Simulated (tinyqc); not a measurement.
Against the Fermi level: single-band model of a thermoelectric material. Computed by tinyqc, a small Python program. Command: `OMP_NUM_THREADS=1 python tinyqc.py 3006892 3006893 out.jsonl thermo walk`. One thread of a shared host (Intel(R) Xeon(R) Processor @ 2.30GHz), about 0.01 s of CPU time with the checks.

One spherical band, one scattering law, no minority carriers and no phonon drag. In a real material minority carriers limit |S| to about E_g/(2 e T), so larger values are formal. eta = E_F/(k_B T) is counted from the band edge; f = 1/(1 + exp(x - eta)).

Inputs (values chosen for the exercise, modelled on p-type SnSe):
```
quantity                              value        unit
density-of-states mass m               0.95         m_0
mobility parameter mu_300               260  cm^2/(V s)
temperature exponent p                    2           -
lattice thermal conductivity kappa_L   0.59     W/(m K)
temperature T                           420           K
```

Band: parabolic. Scattering: acoustic phonons, r = -0.5.

Constants: k_B = 8.617333262e-05 eV/K; e = 1.602176634e-19 C; m_0 = 9.1093837015e-31 kg; k_B = 1.380649e-23 J/K; hbar = 1.054571817e-34 J s.

Method:
- With x = E/(k_B T), a = alpha k_B T (0 for a parabolic band), G = x (1 + a x), D = 1 + 2 a x and <y> = int y f (1 - f) dx, f = 1/(1 + exp(x - eta)): tau = tau_0 G^r/D; transport function s = G^(3/2 + r)/D^2; n = N_0 <G^(3/2)> with N_0 = (2 m k_B T)^(3/2)/(3 pi^2 hbar^3).
- Integrals over x = E/(k_B T) use 160 Gauss-Legendre points in u = sqrt(x) from 0 to sqrt(max(eta, 0) + 32).
- sigma = e mu_0 N_0 <s> with mu_0 = e tau_0/m = mu_300 (T/300 K)^(-p); |S| = (k_B/e)(<x s>/<s> - eta); Lorenz number L = (k_B/e)^2 (<x^2 s>/<s> - (<x s>/<s>)^2); kappa_e = L sigma T; zT = S^2 sigma T/(kappa_L + kappa_e).

The same material at other dopings:
```
eta  n (1/cm^3)  |S| (microvolt/K)  sigma (S/cm)  power factor (microwatt/(cm K^2))       zT
-4   7.0045e+17             517.82    1.1169e+01                              2.995  0.21070
-3   1.8835e+18             432.97    2.9900e+01                              5.605  0.38671
-2   4.9767e+18             350.24    7.8109e+01                              9.581  0.62928
-1   1.2617e+19             272.49    1.9277e+02                             14.313  0.84084
0    2.9451e+19             204.50    4.2655e+02                             17.838  0.85239
1    6.0647e+19             150.88    8.0815e+02                             18.396  0.65764
2    1.0869e+20             112.39    1.3089e+03                             16.533  0.43119
4    2.5063e+20              68.22    2.4727e+03                             11.506  0.17477
6    4.4058e+20              46.95    3.6938e+03                              8.141  0.08405
10   9.2702e+20              28.35    6.1538e+03                              4.944  0.03100
```

What follows from these numbers?

|S| falls and sigma rises with eta, so their product S^2 sigma peaks: among these rows at eta = 1, and zT at eta = 0, where |S| = 205 microvolt/K. zT stays above 90 % of its best row from n = 1.3e19 to 2.9e19 per cm^3.

Extremes, crossings and ranges named in words are read from the listed rows.
